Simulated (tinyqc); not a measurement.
Rutherford backscattering from a thin compound film on silicon: kinematics, yields, composition and thickness. Changing the mass of the heavy element at fixed Z and stopping. Computed by tinyqc, a small Python program. Command: `OMP_NUM_THREADS=1 python tinyqc.py 3010038 3010039 out.jsonl rbs sweep`. One thread of a shared host (Intel(R) Xeon(R) Processor @ 2.30GHz), about 0.01 s of CPU time with the checks.

Singly charged helium ions (Z1 = 2, M1 = 4.0026 u) enter at the tilt angle a1 to the normal and leave at a2 = |180 - theta - tilt| in the same plane. The film is A B_x.

Inputs (values chosen for the exercise, modelled on a helium beam on SiGe):

| quantity | value | unit |
|---|---|---|
| beam energy E0 | 1.8 | MeV |
| scattering angle theta | 160 | degrees |
| tilt of the sample | 7 | degrees |
| heavy element: stopping eps_A at 2 MeV | 74.5 | 1e-15 eV cm^2 |
| light element: mass M_B | 28.09 | u |
| light element: stopping eps_B at 2 MeV | 47.5 | 1e-15 eV cm^2 |
| atoms of B per atom of A, x | 2.71 | - |
| atomic density of the film | 47.1 | 1/nm^3 |
| film thickness d | 31 | nm |
| detector resolution (FWHM) | 12 | keV |

Method:
- Kinematic factor K = [(sqrt(M^2 - M1^2 sin^2 theta) + M1 cos theta)/(M + M1)]^2.
- Surface edges lie at K E0; substrate silicon has M = 28.09 u. Mass resolution at M_A = resolution/(E0 dK/dM).
- Stopping per atom eps(E) = eps(2 MeV) (E/2 MeV)^(-0.4) (a law chosen for the exercise); Bragg rule eps_film = (eps_A + x eps_B)/(1 + x); areal density N d, with 1/nm^2 = 0.1 x 1e15/cm^2.
- Width of the signal of element i: [K_i eps(E0)/cos a1 + eps(K_i E0)/cos a2] N d; depth resolution = resolution x d/width of A; energy lost on the way in = eps(E0) N d/cos a1.

One run for each value:

| heavy element: mass M_A (u) | mass resolution at M_A (u) | depth resolution (nm) |
|---|---|---|
| 30 | 0.639 | 23.942 |
| 45 | 1.219 | 23.575 |
| 60 | 1.994 | 23.275 |
| 80 | 3.328 | 22.999 |
| 110 | 5.975 | 22.742 |
| 140 | 9.395 | 22.583 |
| 170 | 13.587 | 22.475 |
| 200 | 18.553 | 22.398 |

Over the rows, mass resolution at M_A (u) rises from 0.639 to 18.6 (exponent d ln y / d ln x 1.6 between the first rows and 1.9 between the last); depth resolution (nm) falls from 23.9 to 22.4 (exponent d ln y / d ln x -0.038 between the first rows and -0.021 between the last). For M much above M1, 1 - K falls as 1/M, so dK/dM falls as 1/M^2.

Caution (all rows): the silicon signal of the film merges with that of the substrate, so only the width of A can be read directly.
